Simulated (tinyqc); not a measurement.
# Gain factor and gap resistance from two string resistances

Problem. At small bit-line voltage each of the 96 cells has the resistance 1/(K x) at overdrive x (no mobility reduction) in series with a gap resistance Rg. Find K, Rg and the share of the gaps at the higher overdrive.

resistance of a string of 96 equal cells at overdrives of 3.5 and 8.4 V (kohm): 7811.0476  3366.6032

Answer. The resistance per cell is a straight line in 1/x with slope 1/K and intercept Rg.

K = 3.60 uA/V^2
Rg = 2.00 kohm
share of the gaps = 5.70 %

Program tinyqc, `OMP_NUM_THREADS=1 python tinyqc.py 2142082 2142083 out.jsonl`; Intel Xeon 2.30GHz, shared host, one thread, about 0.3 s.
